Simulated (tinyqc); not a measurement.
Expansion against temperature: quasi-harmonic thermal expansion with mode Grueneisen parameters. Computed by tinyqc, a small Python program. Command: `OMP_NUM_THREADS=1 python tinyqc.py 3010751 3010752 out.jsonl qha walk`. One thread of a shared host (Intel(R) Xeon(R) Processor @ 2.30GHz), about 0.03 s of CPU time with the checks.

A crystal with two atoms a cell; per atom there are 1 transverse acoustic (TA), 1/2 longitudinal acoustic (LA) and 3/2 optical (O) modes. Every frequency of group i scales as nu_i (V/V0)^(-gamma_i). Each group has one frequency. Static energy: E = (9 V0 B0/16) [y^3 B' + y^2 (2 - 4 y)], y = (V0/V)^(2/3) - 1, with pressure P_s = (3 B0/2) (z^7 - z^5) [1 + (3/4)(B' - 4)(z^2 - 1)], z = (V0/V)^(1/3).

Inputs (values chosen for the exercise, modelled on magnesium oxide):
```
quantity                       value             unit
static volume V0                9.34  angstrom^3/atom
static bulk modulus B0           158              GPa
static B'                       3.97                -
frequency nu_TA                 8.47              THz
frequency nu_LA                 12.9              THz
frequency nu_O                  14.8              THz
Grueneisen parameter gamma_TA    1.4                -
Grueneisen parameter gamma_LA    1.6                -
Grueneisen parameter gamma_O     1.8                -
```

Acoustic groups: Einstein.

Constants: h x 1 THz = 4.135667696 meV; k_B = 8.617333262e-05 eV/K; 1 eV/angstrom^3 = 160.2176634 GPa.

Method:
- For a mode with x = h nu/(k_B T), n = 1/(exp(x) - 1): U = h nu (n + 1/2), C/k_B = x^2 n (n + 1); U_i and C_i sum these over group i with its weight per atom.
- Phonon pressure P_ph = sum_i gamma_i U_i/V.
- B_T = -V d(P_s + P_ph)/dV at fixed T (central difference, step 1e-4 V); alpha_V = sum gamma_i C_i k_B/(B_T V), all at V(T); the linear coefficient is alpha_L = alpha_V/3.
- V(T) solves P_s + P_ph = 0. The Grueneisen estimate uses C_i, V0 and B0 at the static volume; gamma_th = sum gamma_i C_i / sum C_i is taken at V(T).

Quasi-harmonic results:
```
T (K)  V/V0 - 1 (%)  B_T (GPa)  alpha_L (ppm/K)  alpha_L, Grueneisen estimate  gamma_th
20           1.3911     155.22            0.000                         0.000    1.4000
40           1.3911     155.22            0.021                         0.018    1.4024
70           1.3930     155.19            0.556                         0.507    1.4345
100          1.4040     155.06            1.960                         1.829    1.4879
150          1.4574     154.52            5.101                         4.844    1.5521
220          1.6080     153.33            8.783                         8.420    1.5923
300          1.8570     151.72           11.372                        10.910    1.6108
450          2.4423     148.54           13.752                        13.087    1.6234
700          3.5761     143.22           15.361                        14.317    1.6294
1000         5.0676     136.91           16.335                        14.798    1.6315
```

What does the comparison show, and why?

alpha_L is positive throughout. gamma_th moves from 1.40, near gamma_TA = 1.4, to 1.63, near the average over all modes, 1.63, as the stiffer groups take up their share of C. B_T changes by -11.8 % over the table, and at the highest T the estimate at fixed V0 and B0 is off by -9.4 %. Rows with a volume change above 4 % are beyond the safe range of the quasi-harmonic model. In the coldest rows alpha_L is far too small in size, since one frequency a group leaves out the long acoustic waves.

Extremes, crossings and ranges named in words are read from the listed rows.
